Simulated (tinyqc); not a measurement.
## Saturation velocity and mobility from two gate lengths

Problem. Isat = Cox vsat Vg (x - 1)/(x + 1) per width, x = sqrt(1 + 2 mu Vg/(m vsat L)), with no series resistance and the same overdrive Vg and mu at both lengths. Find vsat and mu.

Inputs (values chosen for the exercise): gate capacitance Cox = 1.76 uF/cm^2; body factor m = 1.3.

Vg = 0.61 V
Isat at L = 0.05 and 0.25 um (uA/um): 441.11660  181.17502

Solution. The ratio of the currents depends on c = 2 mu Vg/(m vsat) alone and falls steadily from L2/L1 to 1 as c grows, so it fixes c; either current then gives vsat.

vsat = 9.700e6 cm/s
mu = 263.5 cm^2/(V s)

Computed by the program tinyqc: `OMP_NUM_THREADS=1 python tinyqc.py 2500151 2500152 out.jsonl`, one thread of a shared Intel Xeon 2.30GHz, about 0.01 s for the whole run.
